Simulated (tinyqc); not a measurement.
Worked calculation: G0W0 on RHF in the sto-3g basis, for H4, spin multiplicity 1. Computed by tinyqc, a small Python program that keeps every step (integrals from PySCF). Settings: charge = 0, multiplicity = 1, basis = sto-3g, method = RHF, energy threshold = 1e-10, iteration cap = 88, orthogonalisation = symmetric, start = Wolfsberg-Helmholz matrix, DIIS depth = 6. Command: `OMP_NUM_THREADS=1 python tinyqc.py 21887 21888 out.jsonl` (the two numbers bound the seeds that draw the settings). One thread of a shared host (Intel(R) Xeon(R) Processor @ 2.60GHz), about 0.04 s of CPU time with the checks. The early iterations of the SCF are left out here.

## One-electron integrals

Geometry (angstrom):
```
atom        x        y        z
H     0.00000  0.00000  0.00000
H     0.00000  0.00000  0.73500
H     0.00000  1.65300  0.00000
H     0.00000  1.65300  0.73500
```

Basis sto-3g: exponents (1/bohr^2) and contraction coefficients of normalised primitives:
```
element  l (shell)  exponent  coefficient
H            s (1)   3.42525      0.15433
H            s (1)   0.62391      0.53533
H            s (1)   0.16886      0.44463
```

Overlap, kinetic and nuclear-attraction integrals over the contracted functions; the nuclear repulsion is the sum of Za Zb / Rab.

nuclear repulsion = 2.6652366 hartree

overlap S, lower triangle:
```
         1H 1s    2H 1s    3H 1s    4H 1s
1H 1s  1.00000
2H 1s  0.66315  1.00000
3H 1s  0.20530  0.16180  1.00000
4H 1s  0.16180  0.20530  0.66315  1.00000
```

kinetic energy T (hartree), lower triangle:
```
          1H 1s     2H 1s    3H 1s    4H 1s
1H 1s   0.76003
2H 1s   0.23995   0.76003
3H 1s  -0.00048  -0.00643  0.76003
4H 1s  -0.00643  -0.00048  0.23995  0.76003
```

nuclear attraction V (hartree), lower triangle:
```
          1H 1s     2H 1s     3H 1s     4H 1s
1H 1s  -2.49595
2H 1s  -1.61714  -2.49595
3H 1s  -0.44331  -0.35848  -2.49595
4H 1s  -0.35848  -0.44331  -1.61714  -2.49595
```

core Hamiltonian H = T + V (hartree), lower triangle:
```
          1H 1s     2H 1s     3H 1s     4H 1s
1H 1s  -1.73592
2H 1s  -1.37719  -1.73592
3H 1s  -0.44379  -0.36491  -1.73592
4H 1s  -0.36491  -0.44379  -1.37719  -1.73592
```

## Two-electron integrals

Functions are numbered as in S; the eight-fold symmetry (ij|kl) = (ji|kl) = (kl|ij) leaves the list below.

Two-electron integrals (ij|kl) in chemists' order, unique and non-zero (hartree):
```
(11|11) 0.77461   (21|11) 0.44745   (21|21) 0.30092   (22|11) 0.57188
(22|21) 0.44745   (22|22) 0.77461   (31|11) 0.10547   (31|21) 0.06492
(31|22) 0.08839   (31|31) 0.02316   (32|11) 0.07636   (32|21) 0.05249
(32|22) 0.07970   (32|31) 0.01719   (32|32) 0.01395   (33|11) 0.31637
(33|21) 0.20397   (33|22) 0.29053   (33|31) 0.10547   (33|32) 0.07970
(33|33) 0.77461   (41|11) 0.07970   (41|21) 0.05249   (41|22) 0.07636
(41|31) 0.01719   (41|32) 0.01381   (41|33) 0.07636   (41|41) 0.01395
(42|11) 0.08839   (42|21) 0.06492   (42|22) 0.10547   (42|31) 0.01960
(42|32) 0.01719   (42|33) 0.08839   (42|41) 0.01719   (42|42) 0.02316
(43|11) 0.20397   (43|21) 0.13732   (43|22) 0.20397   (43|31) 0.06492
(43|32) 0.05249   (43|33) 0.44745   (43|41) 0.05249   (43|42) 0.06492
(43|43) 0.30092   (44|11) 0.29053   (44|21) 0.20397   (44|22) 0.31637
(44|31) 0.08839   (44|32) 0.07636   (44|33) 0.57188   (44|41) 0.07970
(44|42) 0.10547   (44|43) 0.44745   (44|44) 0.77461
```

## Orthogonalisation

S = U s U^T; symmetric (Loewdin) form X = U s^(-1/2) U^T, so that X^T S X = 1.

eigenvalues of S: 0.29336  0.38035  1.29605  2.03024

X, lower triangle:
```
          1H 1s     2H 1s     3H 1s    4H 1s
1H 1s   1.26199
2H 1s  -0.47189   1.26199
3H 1s  -0.10035   0.01206   1.26199
4H 1s   0.01206  -0.10035  -0.47189  1.26199
```

## Iteration 2 (converged): orbitals

converged F (hartree), lower triangle:
```
          1H 1s     2H 1s     3H 1s     4H 1s
1H 1s  -0.37851
2H 1s  -0.60596  -0.37851
3H 1s  -0.18018  -0.16968  -0.37851
4H 1s  -0.16968  -0.18018  -0.60596  -0.37851
```

Diagonalise F' = X^T F X, C = X C', fill 2 alpha and 2 beta electrons from the bottom; D = 2 C_occ C_occ^T. Each column has its largest component positive (the first on a tie).

F' = X^T F X (hartree), lower triangle:
```
          1         2         3        4
1   0.05866
2  -0.63210   0.05866
3  -0.10208   0.01829   0.05866
4   0.01829  -0.10208  -0.63210  0.05866
```

orbital energies (hartree): MO1 -0.65723, MO2 -0.48964, MO3 0.57039, MO4 0.81113

coefficients C:
```
           MO1       MO2       MO3       MO4
1H 1s  0.35091   0.43920   0.81073   0.92315
2H 1s  0.35091   0.43920  -0.81073  -0.92315
3H 1s  0.35091  -0.43920   0.81073  -0.92315
4H 1s  0.35091  -0.43920  -0.81073   0.92315
```

D after iteration 2, lower triangle:
```
          1H 1s     2H 1s    3H 1s    4H 1s
1H 1s   0.63206
2H 1s   0.63206   0.63206
3H 1s  -0.13951  -0.13951  0.63206
4H 1s  -0.13951  -0.13951  0.63206  0.63206
```

## Convergence

Stop when the energy changes by less than 1e-10 hartree and every element of the error matrix X^T (F D S - S D F) X is below 3e-06.

Course of the cycle:
```
iteration  E (hartree)   change  largest element of the error matrix
1           -2.1913548        -                             9.47e-16
2           -2.1913548  0.00000                             5.26e-16
```

PySCF RHF in the same basis = -2.1913548 hartree

Converged in 2 iterations.

## Integrals over molecular orbitals

(pq|rs) = sum C_ip C_jq C_kr C_ls (ij|kl), one index at a time.

one-electron integrals over orbitals h = C^T H C (hartree), lower triangle:
```
          1         2         3         4
1  -1.93170
2   0.00000  -1.77802
3   0.00000   0.00000  -1.15054
4   0.00000   0.00000   0.00000  -0.95396
```

Two-electron integrals over orbitals (pq|rs), unique and non-zero (hartree):
```
(11|11) 0.48843   (21|21) 0.19388   (22|11) 0.48996   (22|22) 0.50234
(31|31) 0.09842   (32|32) 0.08309   (33|11) 0.47346   (33|22) 0.47776
(33|33) 0.48288   (41|32) 0.08149   (41|41) 0.07997   (42|31) 0.10218
(42|42) 0.11003   (43|21) 0.19026   (43|43) 0.20813   (44|11) 0.48348
(44|22) 0.49407   (44|33) 0.49443   (44|44) 0.51111
```

## Screening: direct RPA

With D = e_a - e_i and K = (ia|jb): diagonalise D^(1/2) (D + 4K) D^(1/2) = Z w^2 Z^T; X + Y = D^(1/2) Z w^(-1/2), each column of Z with its largest component positive (the first on a tie); E_c = (sum w - tr (D + 2K)) / 2.

D^(1/2) (D + 4K) D^(1/2) (hartree^2), lower triangle:
```
         1>3      1>4      2>3      2>4
1>3  1.99034
1>4  0.00000  2.62577
2>3  0.00000  0.40665  1.47598
2>4  0.51648  0.00000  0.00000  2.26454
```

excitation energies w (hartree): 1.16047  1.26217  1.63150  1.65983

X + Y:
```
            1         2        3        4
1>3   0.00000   0.78172  0.52886  0.00000
1>4  -0.34082   0.00000  0.00000  0.89634
2>3   0.91082   0.00000  0.00000  0.24213
2>4   0.00000  -0.61894  0.70776  0.00000
```

RPA correlation energy = -0.0429152 hartree

## G0W0 on Hartree-Fock: HOMO

W(p,q,m) = sqrt2 sum_ia (pq|ia) (X+Y)_ia,m; Sigma_c(x) = sum_(i,m) W^2/(x - e_i + w_m) + sum_(a,m) W^2/(x - e_a - w_m); solve x = e_p + Sigma_c(x) by Newton steps; Z = 1/(1 - dSigma/dx); 1 hartree = 27.211386 eV.

The 12 largest terms at x = e_p (hartree; W for the signs of X + Y given):
```
q  m        W      term
4  3  0.18656  -0.01187
3  4  0.13175  -0.00638
3  1  0.06775  -0.00207
4  2  0.01665  -0.00011
```

Newton steps (hartree):
```
step         x  Sigma_c(x)        Z
0     -0.48964    -0.02043  0.99269
1     -0.50992    -0.02028  0.99279
2     -0.50992    -0.02028  0.99279
```

quasiparticle energy of the HOMO = -13.87569 eV

Hartree-Fock value = -13.32392 eV

## G0W0 on Hartree-Fock: LUMO

As before.

The 12 largest terms at x = e_p (hartree; W for the signs of X + Y given):
```
q  m        W     term
1  3  0.17588  0.01082
2  4  0.13175  0.00638
2  1  0.06775  0.00207
1  2  0.01937  0.00015
```

Newton steps (hartree):
```
step        x  Sigma_c(x)        Z
0     0.57039     0.01942  0.99293
1     0.58967     0.01928  0.99303
2     0.58968     0.01928  0.99303
```

quasiparticle energy of the LUMO = 16.04589 eV

Hartree-Fock value = 15.52118 eV
